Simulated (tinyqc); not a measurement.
Froehlich polaron in a polar crystal: one step, computed by the program tinyqc.

One electron in a parabolic band of mass m*, coupled to dispersionless LO phonons in the continuum model. Energies are in units of hbar omega unless marked, wave numbers in k_0 = sqrt(2 m* omega/hbar).

Question. Second-order perturbation theory. At T = 0 and k < k_0: E(k) = (k/k_0)^2 - alpha arcsin(k/k_0)/(k/k_0); so E(0) = -alpha, 1/m_p = (1 - alpha/6)/m*, and the mean number of phonons in the cloud at k = 0 is alpha/2. The Lee-Low-Pines variational state gives the same E(0) and m_p = m* (1 + alpha/6).

Inputs (values chosen for the exercise, modelled on strontium titanate): LO phonon energy hbar omega = 83.2 meV; electron wave number k/k_0 = 0.24.

coupling constant alpha = 2.158604

Give: energy shift at k = 0; E(k); m*/m_p, second order; m_p/m*, Lee-Low-Pines; phonons in the cloud.

Answer.

energy shift at k = 0 = -179.60 meV

E(k) = -2.1223 hbar omega

m*/m_p, second order = 0.64023

m_p/m*, Lee-Low-Pines = 1.3598

phonons in the cloud = 1.0793
